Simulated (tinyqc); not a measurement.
Punch-through p+-n junction, ionisation integral and breakdown: two steps of the calculation.

A p+ layer at x < 0 and an n drift layer from x = 0 to L on an n+ substrate. Depletion approximation, built-in voltage neglected. Local ionisation coefficients alpha_n = an exp(-(bn/E)^mx), alpha_p = ap exp(-(bp/E)^mx). Electrons move towards +x, holes towards x = 0.

Parameters, values chosen for the exercise; material values close to those of 4H silicon carbide:

| symbol | value | unit | meaning |
|---|---|---|---|
| eps_r | 9.8 |  | relative permittivity |
| an | 1.77e8 | 1/cm | prefactor of the electron ionisation coefficient |
| bn | 3.41e7 | V/cm | field constant for electrons |
| ap | 3.47e8 | 1/cm | prefactor of the hole ionisation coefficient |
| bp | 2.6e7 | V/cm | field constant for holes |
| mx | 1 |  | exponent |
| N | 1.1e17 | cm^-3 | donor density of the drift layer |
| L | 0.94 | um | thickness of the drift layer |
| V | 228 | V | reverse voltage |
| fr | 1 |  | share of the depleted width that the grid covers |

Constants: q = 1.602176634e-19 C, eps0 = 8.8541878128e-14 F/cm where lengths are in cm. Results are converted to the units shown.

Question 1. Field and ionisation coefficients on a grid. W = sqrt(2 eps0 eps_r V/(q N)), peak field E0 = q N W/(eps0 eps_r), falling linearly to 0 at W; if W > L the layer is punched through: W = L, E0 = V/L + q N L/(2 eps0 eps_r), falling linearly to E1 = V/L - q N L/(2 eps0 eps_r). Grid: 12 equal steps from 0 to fr W.

Wanted: W; x; E; alpha_n; alpha_p.

Answer 1.

W = 0.94000 um

| point | x (um) | E (kV/cm) | alpha_n (1/cm) | alpha_p (1/cm) |
|---|---|---|---|---|
| 0 | 0.00000 | 3380.1 | 7356.4 | 1.5840e5 |
| 1 | 0.07833 | 3221.0 | 4469.4 | 1.0833e5 |
| 2 | 0.15667 | 3061.9 | 2578.4 | 71217 |
| 3 | 0.23500 | 2902.8 | 1400.4 | 44716 |
| 4 | 0.31333 | 2743.7 | 708.64 | 26601 |
| 5 | 0.39167 | 2584.6 | 329.74 | 14844 |
| 6 | 0.47000 | 2425.5 | 138.78 | 7673.6 |
| 7 | 0.54833 | 2266.4 | 51.727 | 3615.7 |
| 8 | 0.62667 | 2107.3 | 16.610 | 1520.7 |
| 9 | 0.70500 | 1948.2 | 4.4307 | 555.22 |
| 10 | 0.78333 | 1789.1 | 0.93432 | 169.46 |
| 11 | 0.86167 | 1630.0 | 0.14540 | 41.023 |
| 12 | 0.94000 | 1470.9 | 0.015130 | 7.3071 |

Question 2. Ionisation integrals by the trapezoid rule. G(x) = integral from 0 to x of (alpha_n - alpha_p); I_n = integral of alpha_n exp(-G) (electrons injected at x = 0), I_p = integral of alpha_p exp(G(end) - G) (holes injected at the far edge); M = 1/(1 - I). All integrals by the trapezoid rule on the grid.

| point | x (um) | alpha_n (1/cm) | alpha_p (1/cm) |
|---|---|---|---|
| 0 | 0.00000000 | 7356.4111 | 1.5839566e5 |
| 1 | 0.07833333 | 4469.4436 | 1.0832699e5 |
| 2 | 0.15666667 | 2578.4034 | 71216.755 |
| 3 | 0.23500000 | 1400.4262 | 44715.726 |
| 4 | 0.31333333 | 708.64023 | 26600.965 |
| 5 | 0.39166667 | 329.73888 | 14844.468 |
| 6 | 0.47000000 | 138.77978 | 7673.5689 |
| 7 | 0.54833333 | 51.726642 | 3615.7345 |
| 8 | 0.62666667 | 16.610497 | 1520.7199 |
| 9 | 0.70500000 | 4.4307293 | 555.22096 |
| 10 | 0.78333333 | 0.93432064 | 169.45580 |
| 11 | 0.86166667 | 0.14539719 | 41.023420 |
| 12 | 0.94000000 | 0.015129864 | 7.3070676 |

Give: G; alpha_n exp(-G); I_n; I_p; M_n; M_p.

Answer 2.

| point | G | alpha_n exp(-G) (1e4 1/cm) |
|---|---|---|
| 0 | 0.0000 | 0.7356 |
| 1 | -0.9983 | 1.2129 |
| 2 | -1.6740 | 1.3751 |
| 3 | -2.1124 | 1.1579 |
| 4 | -2.3835 | 0.7684 |
| 5 | -2.5418 | 0.4188 |
| 6 | -2.6281 | 0.1922 |
| 7 | -2.6716 | 0.0748 |
| 8 | -2.6914 | 0.0245 |
| 9 | -2.6995 | 0.0066 |
| 10 | -2.7023 | 0.0014 |
| 11 | -2.7031 | 0.0002 |
| 12 | -2.7033 | 0.0000 |

I_n = 0.43872
I_p = 0.94034
M_n = 1.7816
M_p = 16.760

tinyqc, about 0.1 s, one thread, Intel Xeon 2.30GHz (shared host): `OMP_NUM_THREADS=1 python tinyqc.py 2120033 2120034 out.jsonl`
